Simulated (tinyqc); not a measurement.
Stacked nanosheet transistor, parasitic resistance, capacitance and delay: two steps of the calculation.

Ns sheets share one contact on top; each has perimeter p = 2 (Ws + ts) and cross-section A = Ws ts; contact width Wc = Ws + 10 nm, stack height Hs = Ns pv. Sheet 1 is the top one. Contact length Lc = CPP - Lg - 2 Lsp, shared by two neighbouring gates. Source and drain sides are equal. The formulas are first-order estimates, not field solutions.

Parameters, values chosen for the exercise; values close to those of silicon logic devices:

| symbol | value | unit | meaning |
|---|---|---|---|
| T | 300 | K | temperature |
| Ws | 12 | nm | sheet width |
| ts | 7 | nm | sheet thickness |
| rv | 211 | ohm | vertical resistance between sheet levels |
| Lg | 12 | nm | gate length |
| Cinv | 3 | uF/cm^2 | inversion capacitance |
| vx | 1.1e7 | cm/s | injection velocity |
| mu | 190 | cm^2/(V s) | apparent mobility |
| VT | 0.27 | V | threshold at zero drain voltage |
| dl | 0.058 | V/V | barrier lowering |
| n | 1.13 |  | subthreshold factor |
| Vdd | 0.75 | V | supply voltage |

Constants: q = 1.602176634e-19 C, kB = 1.380649e-23 J/K, Vt = kB T/q. Results are converted to the units shown.

Task 1. Sheet currents at Vgs = Vdd, Vds = Vdd/2. One sheet: I = p Q vx u/(1 + |u|^1.8)^(1/1.8), Q = Cinv n Vt ln(1 + exp((Vg' - VT + dl Vd')/(n Vt))), u = Vd' mu/(vx Lg), Vg' = Vgs - v, Vd' = Vds - 2 v, with the drop on each side v_j = Rc sum I + rv (sum over levels k = 2..j of the current of sheets k..Ns) + Rx I_j. I(new) = I(out).

I at the start (uA): sheet 1 0, sheet 2 0, sheet 3 0
Rc = 354.42102 ohm
Rx = 535.71429 ohm

Find: drop v; I(out); I after iteration 1.

Result 1.

drop v (mV): sheet 1 0, sheet 2 0, sheet 3 0
I(out) (uA): sheet 1 61.30, sheet 2 61.30, sheet 3 61.30
I after iteration 1 (uA): sheet 1 61.30, sheet 2 61.30, sheet 3 61.30

Task 2. Effective current, delay and energy. Ieff = (IH + IL)/2, delay CL Vdd/(2 Ieff), energy CL Vdd^2, with CL the load of an inverter that drives an equal one.

IH = I(Vdd, Vdd/2) = 139.12718 uA
IL = I(Vdd/2, Vdd), solved likewise = 43.782151 uA
CL = 316.74232 aF

Wanted: Ieff; delay; energy.

Result 2.

Ieff = 91.45 uA
delay = 1.299 ps
energy = 178.2 aJ

tinyqc, about 0.06 s, one thread, Intel Xeon 2.30GHz (shared host): `OMP_NUM_THREADS=1 python tinyqc.py 2170036 2170037 out.jsonl`
